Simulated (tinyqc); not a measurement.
## Short-channel transistor, virtual-source model with series resistance: effect of the temperature on the on and off currents

The current per gate width is the charge at the top of the source barrier (the virtual source) times its velocity times a saturation function; al and be are fitting constants of the model. Units: I in uA/um, Rs in ohm um, so I Rs = 1e-6 I Rs in volts; Q in uC/cm^2, so I = 1e-4 Q vx0 Fsat with vx0 in cm/s.

Intrinsic voltages Vg' = Vgs - I Rs, Vd' = Vds - 2 I Rs. n = n0 + nd Vd', VT = VT0 - dl Vd', Ff = 1/(1 + exp((Vg' - VT + al Vt/2)/(al Vt))), Q = Cinv n Vt ln(1 + exp((Vg' - VT + al Vt Ff)/(n Vt))), Vdsat = (vx0 L/mu)(1 - Ff) + Vt Ff, Fsat = u/(1 + u^be)^(1/be) with u = Vd'/Vdsat, and I = Q vx0 Fsat per width. I is solved self-consistently. Ion is I at Vgs = Vds = 0.9 V, Ioff at Vgs = 0, Vds = 0.9 V, and Rlin = Vds/I at Vgs = 0.9 V, Vds = 0.05 V. mu, vx0, VT0, dl and n0 are held fixed.

Inputs (values chosen for the exercise):
```
symbol   value        unit                                                         meaning
Cinv      2.57     uF/cm^2                                           inversion capacitance
vx0     1.99e7        cm/s                                  velocity at the virtual source
mu          90  cm^2/(V s)                                               apparent mobility
L           12          nm                                                  channel length
VT0      0.393           V                                 threshold at zero drain voltage
dl       0.157         V/V                                  drain-induced barrier lowering
n0         1.4                                                         subthreshold factor
nd        0.05         1/V                                  growth of n with drain voltage
al         3.5              threshold shift (in units of Vt) from weak to strong inversion
be         1.4                                                     sharpness of saturation
Rs          50      ohm um                               series resistance of each contact
```

Constants: q = 1.602176634e-19 C, kB = 1.380649e-23 J/K, Vt = kB T/q. Results are converted to the units shown.

Result of one run:
```
Ion (uA/um)  Ioff (nA/um)  log10(Ion/Ioff)  Rlin (ohm um)
2184.5             5462.3           2.6020         206.20
```

Which temperature T gave this result: 230, 260, 320 or 350 K?

T = 350 K.

The whole series:
```
T (K)  Ion (uA/um)  Ioff (nA/um)  log10(Ion/Ioff)  Rlin (ohm um)
200         2181.4        54.901           4.5992         206.79
230         2181.5        225.71           3.9852         206.76
260         2181.8        666.55           3.5150         206.69
290         2182.4        1564.0           3.1447         206.58
320         2183.3        3108.5           2.8466         206.42
350         2184.5        5462.3           2.6020         206.20
380         2186.2        8740.7           2.3981         205.92
410         2188.3         13008           2.2259         205.58
```

As T goes from 200 to 410 K, Ion stays near 2180 uA/um, Ioff rises from 54.9 to 13000 nA/um and Rlin falls from 207 to 206 ohm um. Ion changes by a factor of 1.00 and Ioff by 237. For T = 290 to 410 K the off current passes 1 uA/um, so the device is hardly off at Vgs = 0.

tinyqc, about 0.01 s, one thread, Intel Xeon 2.30GHz (shared host): `OMP_NUM_THREADS=1 python tinyqc.py 2380026 2380027 out.jsonl`
